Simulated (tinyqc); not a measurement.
Worked calculation: Pariser-Parr-Pople SCF with singles CI, for the molecule c1ccc2cccc-2cc1 (SMILES; centres numbered as the heavy atoms are written). One step of it, computed by the program tinyqc.

Problem. Singles CI, triplets. Over the 4 single excitations with the smallest orbital gaps: A = (e_a - e_i) delta - (ij|ab), with (pq|rs) = sum c_mp c_mq gamma_mn c_nr c_ns.

orbital energies (eV): -14.105751  -12.426597  -11.678111  -9.650807  -8.513754  -2.872417  -1.924817  0.986742  1.870584  2.362349

coefficients:
```
          MO1        MO2        MO3        MO4        MO5        MO6        MO7        MO8
1C   0.288463   0.509864   0.000000   0.345278   0.000000   0.503445   0.000000   0.499721
2C   0.299492   0.381966   0.381822   0.120281  -0.337056  -0.131403   0.467471  -0.439569
3C   0.341376   0.080297   0.491188  -0.263345  -0.115139  -0.437130  -0.385152   0.262098
4C   0.414181  -0.253839   0.280059  -0.308893   0.313827   0.334674  -0.174415  -0.015685
5C   0.245546  -0.310233   0.185777   0.295618   0.524069   0.039348   0.320481  -0.234900
6C   0.201609  -0.337623   0.000000   0.589523   0.000000  -0.320523   0.000000   0.339997
7C   0.245546  -0.310233  -0.185777   0.295618  -0.524069   0.039348  -0.320481  -0.234900
8C   0.414181  -0.253839  -0.280059  -0.308893  -0.313827   0.334674   0.174415  -0.015685
9C   0.341376   0.080297  -0.491188  -0.263345   0.115139  -0.437130   0.385152   0.262098
10C  0.299492   0.381966  -0.381822   0.120281   0.337056  -0.131403  -0.467471  -0.439569

           MO9       MO10
1C   -0.185563   0.000000
2C    0.198623   0.148580
3C   -0.218830  -0.311665
4C    0.237385   0.540979
5C   -0.446482  -0.296868
6C    0.528672   0.000000
7C   -0.446482   0.296868
8C    0.237385  -0.540979
9C   -0.218830   0.311665
10C   0.198623  -0.148580
```

repulsion gamma_rs (eV), lower triangle:
```
            1C         2C         3C         4C         5C         6C         7C         8C
1C   11.130000
2C    5.346553  11.130000
3C    3.773205   5.345136  11.130000
4C    3.243428   3.772577   5.344721  11.130000
5C    2.467651   2.830715   3.830358   5.346212  11.130000
6C    2.210308   2.369539   2.936591   4.046371   5.344818  11.130000
7C    2.467651   2.492411   2.921983   4.045936   4.045107   5.344818  11.130000
8C    3.243428   3.243355   3.772727   5.345539   4.045936   4.046371   5.346212  11.130000
9C    3.773205   3.243627   3.243332   3.772727   2.921983   2.936591   3.830358   5.344721
10C   5.346553   3.773721   3.243627   3.243355   2.492411   2.369539   2.830715   3.772577

            9C        10C
9C   11.130000
10C   5.345136  11.130000
```

Give: triplet CI matrix; triplet excitation energies.

Solution.

triplet CI matrix (eV), lower triangle:
```
         5>6      5>7     4>6     4>7
5>6   1.5565
5>7   0.0000   2.1953
4>6   0.0000  -0.1403  2.3774
4>7  -0.1403   0.0000  0.0000  3.7252
```

triplet excitation energies (eV): 1.5475  2.1191  2.4536  3.7342
